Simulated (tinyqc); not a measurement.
From folded lines to real minibands: band folding and unfolding in a supercell of a chain.

A chain with hopping -t and n = 5 sites a supercell. H(K) has v_j on the diagonal, -t between neighbours and -t exp(2 pi i K) on the bond that closes the cell (from the last site to the first of the next cell). The point K holds the n wave vectors k_m = (K + m)/n of the primitive zone, in 2 pi/a, m = 0 to n - 1, with E0 = -2t cos(2 pi k_m). The unfolding weight of a state c on k_m is |sum_j c_j exp(-2 pi i k_m j)|^2/n, j = 0 to n - 1.

Inputs chosen for the exercise: t = 1.52 eV (hopping); v = (-0.21, 0.21, -0.21, -0.21, -0.21) eV (site energies in the supercell); Kq = 0.07 2 pi/(n a) (wave vector in the small zone).

The potential is scaled by x. For the lowest level at K: energy, second-order estimate E0(k_0) + x V_0 - x^2 sum_m |V_m|^2/(E0(k_m) - E0(k_0)), weight on k_0, and width of the lowest miniband between K = 0 and 1/2.

Lowest level:

| x | E (eV) | second order (eV) | weight on k_0 | miniband width (eV) |
|---|---|---|---|---|
| 0.00 | -3.0282 | -3.0282 | 1.000 | 0.5806 |
| 0.25 | -3.0603 | -3.0603 | 1.000 | 0.5602 |
| 0.50 | -3.0935 | -3.0936 | 0.999 | 0.5408 |
| 1.00 | -3.1630 | -3.1637 | 0.997 | 0.5052 |
| 1.50 | -3.2361 | -3.2384 | 0.993 | 0.4732 |
| 2.00 | -3.3125 | -3.3179 | 0.989 | 0.4444 |
| 3.00 | -3.4735 | -3.4911 | 0.978 | 0.3950 |
| 4.00 | -3.6434 | -3.6830 | 0.967 | 0.3545 |

Second order is -0.7 meV off at x = 1 and -18 meV at x = 3. The weight on the parent k falls to 1.00 at x = 1 and 0.97 at x = 4, and the miniband narrows from 0.581 to 0.354 eV as the state gathers on the low sites. While the weight stays near one the primitive band is still the right picture and the folded copies carry little spectral weight.

tinyqc: `OMP_NUM_THREADS=1 python tinyqc.py 1480526 1480527 out.jsonl`; about 0.01 s, one thread, shared Intel(R) Xeon(R) Processor @ 2.30GHz.
